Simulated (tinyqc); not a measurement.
# Inputs raised by 10 %, one at a time

Model: specific resistance of a metal-semiconductor contact and its transmission-line measurement. Computed by tinyqc, a small Python program. Command: `OMP_NUM_THREADS=1 python tinyqc.py 3026765 3026766 out.jsonl contact sens`. One thread of a shared host (Intel(R) Xeon(R) Processor @ 2.30GHz), about 0.01 s of CPU time with the checks.

The barrier is parabolic (depletion approximation), energies E are normal energies counted from the band edge in the neutral semiconductor (downwards for holes), and the bias is zero. xi is an input, held fixed when other inputs move.

Inputs (values chosen for the exercise, modelled on n-type GaN):
```
quantity                                         value          unit
tunnelling mass m                                 0.19           m_0
permittivity eps                                   9.7             -
Richardson constant A*                            25.5  A/(cm^2 K^2)
barrier height phi_B                              0.85            eV
doping N                                         1e+20        1/cm^3
Fermi level above the band edge in the bulk, xi   0.36            eV
temperature T                                      300             K
sheet resistance R_sh                               99           ohm
contact length d                                   2.6    micrometre
contact width W                                     81    micrometre
```

Image-force lowering: included.

Constants: hbar = 1.054571817e-34 J s; eps_0 = 8.8541878128e-12 F/m; m_0 = 9.1093837015e-31 kg; k_B = 8.617333262e-05 eV/K; e = 1.602176634e-19 C.

Method:
- E_00 = (e hbar/2) sqrt(N/(eps eps_0 m)); band bending E_b = phi_B + xi; depletion width w = sqrt(2 eps eps_0 E_b/(e^2 N)). Image lowering d_phi = (e^3 N E_b/(8 pi^2 (eps eps_0)^3))^(1/4) (E_b in volts), and E_b - d_phi replaces E_b everywhere except in w.
- WKB transmission for E < E_b, with a = E/E_b: D = exp{-(E_b/E_00) [sqrt(1 - a) - a ln((1 + sqrt(1 - a))/sqrt(a))]}; D = 1 above.
- At zero bias 1/rho_c = (e A*/k_B^2) int D(E) f(E) dE, f = 1/(1 + exp((E - xi)/k_B T)); 200 Gauss-Legendre points from 0 to E_b, and k_B T ln(1 + exp((xi - E_b)/k_B T)) for the part above the barrier; the share of tunnelling is the part below.
- Transmission-line model: transfer length L_T = sqrt(rho_c/R_sh); R_c = (R_sh L_T/W) coth(d/L_T). Limits: rho_c/(W d) for d << L_T, sqrt(rho_c R_sh)/W for d >> L_T.

Runs; columns: (1) input moved; (2) from; (3) to; (4) specific contact resistance rho_c (ohm cm^2); (5) contact resistance R_c (ohm); (6) transfer length L_T (micrometre); (7) depletion width (nm):
```
(1)                             (2)      (3)        (4)     (5)     (6)    (7)
base run                          -        -  2.606e-08  0.1983  0.1622  3.602
tunnelling mass m (m_0)        0.19    0.209  3.016e-08  0.2133  0.1745  3.602
permittivity eps                9.7    10.67  3.460e-08  0.2285  0.1870  3.778
barrier height phi_B (eV)      0.85    0.935  4.224e-08  0.2525  0.2066  3.726
doping N (1/cm^3)             1e+20  1.1e+20  2.167e-08  0.1808  0.1479  3.434
temperature T (K)               300      330  2.567e-08  0.1968  0.1610  3.602
sheet resistance R_sh (ohm)      99    108.9  2.606e-08  0.2080  0.1547  3.602
contact width W (micrometre)     81     89.1  2.606e-08  0.1803  0.1622  3.602
```

Exponents ln(y'/y) / ln(x'/x):
```
input                  specific contact resistance rho_c  contact resistance R_c  transfer length L_T  depletion width
tunnelling mass m                                  1.533                   0.767                0.767            0.000
permittivity eps                                   2.975                   1.487                1.487            0.500
barrier height phi_B                               5.068                   2.534                2.534            0.356
doping N                                          -1.937                  -0.968               -0.968           -0.500
temperature T                                     -0.159                  -0.080               -0.080            0.000
sheet resistance R_sh                              0.000                   0.500               -0.500            0.000
contact width W                                    0.000                  -1.000                0.000            0.000
```

To which inputs is each result most sensitive?

Among the inputs moved here: specific contact resistance rho_c answers most in size to barrier height phi_B (exponent +5.068), next to permittivity eps (+2.975); its exponent is below 0.0005 for sheet resistance R_sh, contact width W. contact resistance R_c answers most in size to barrier height phi_B (exponent +2.534), next to permittivity eps (+1.487). Its exponent +0.500 in sheet resistance R_sh: a long contact. Transfer length L_T answers most in size to barrier height phi_B (exponent +2.534), next to permittivity eps (+1.487); its exponent is below 0.0005 for contact width W. depletion width answers most in size to permittivity eps (exponent +0.500), and about equally to doping N (-0.500); its exponent is below 0.0005 for tunnelling mass m, temperature T, sheet resistance R_sh, contact width W. Its exponent -0.500 in doping N: the depletion approximation.
